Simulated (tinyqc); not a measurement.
## Voltage drop against the factor on the load at the hot node

A grid of 25 by 25 nodes with segments Rx (rows) and Ry (columns); every node draws I1 and the central node kh I1; pads with resistance Rp sit at the nodes whose row and column are multiples of the pitch, counting from 0. The drops u = Vdd - V follow from G u = i, with G the conductance matrix and i the load currents, solved directly. Here the pitch is 6.

Values chosen for this exercise: supply voltage Vdd = 0.9 V; resistance of a horizontal segment Rx = 1.6 ohm; resistance of a vertical segment Ry = 1.4 ohm; resistance from a pad node to the supply Rp = 0.53 ohm; load current of a node in the large grid I1 = 0.11 mA.

Results:

| kh | pads | worst drop (mV) | mean drop (mV) | largest drop at a pad (mV) | largest pad current (mA) | worst drop over Vdd (%) |
|---|---|---|---|---|---|---|
| 1 | 25 | 4.029 | 3.296 | 1.938 | 3.656 | 0.4477 |
| 2 | 25 | 4.037 | 3.299 | 1.975 | 3.725 | 0.4485 |
| 5 | 25 | 4.060 | 3.308 | 2.085 | 3.935 | 0.4511 |
| 10 | 25 | 4.099 | 3.324 | 2.270 | 4.283 | 0.4554 |
| 50 | 25 | 4.534 | 3.448 | 3.748 | 7.071 | 0.5038 |
| 100 | 25 | 5.595 | 3.603 | 5.595 | 10.56 | 0.6217 |

Estimate the missing row, kh = 20.

Computed row:

| kh | pads | worst drop (mV) | mean drop (mV) | largest drop at a pad (mV) | largest pad current (mA) | worst drop over Vdd (%) |
|---|---|---|---|---|---|---|
| 20 | 25 | 4.190 | 3.355 | 2.640 | 4.980 | 0.4655 |

With this row back in the table: The worst drop rises from 4.03 to 5.60 mV and the mean drop rises from 3.30 to 3.60 mV. The central node is itself a pad. The drops are linear in the loads, so the mean grows by 0.00310 mV for each unit of kh in every row.

Numbers from tinyqc (`OMP_NUM_THREADS=1 python tinyqc.py 2770162 2770163 out.jsonl`; about 0.3 s on one thread of a shared Intel Xeon 2.30GHz).
